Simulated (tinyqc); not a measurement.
Gain factor and gap resistance from two string resistances.

Question. At small bit-line voltage each of the 96 cells has the resistance 1/(K x) at overdrive x (no mobility reduction) in series with a gap resistance Rg. Find K, Rg and the share of the gaps at the higher overdrive.

resistance of a string of 96 equal cells at overdrives of 3.9 and 8.4 V (kohm): 1997.7612  1369.8177

Answer. The resistance per cell is a straight line in 1/x with slope 1/K and intercept Rg.

K = 21.0 uA/V^2
Rg = 8.60 kohm
share of the gaps = 60.3 %

Program tinyqc, `OMP_NUM_THREADS=1 python tinyqc.py 2142121 2142122 out.jsonl`; Intel Xeon 2.30GHz, shared host, one thread, about 0.5 s.
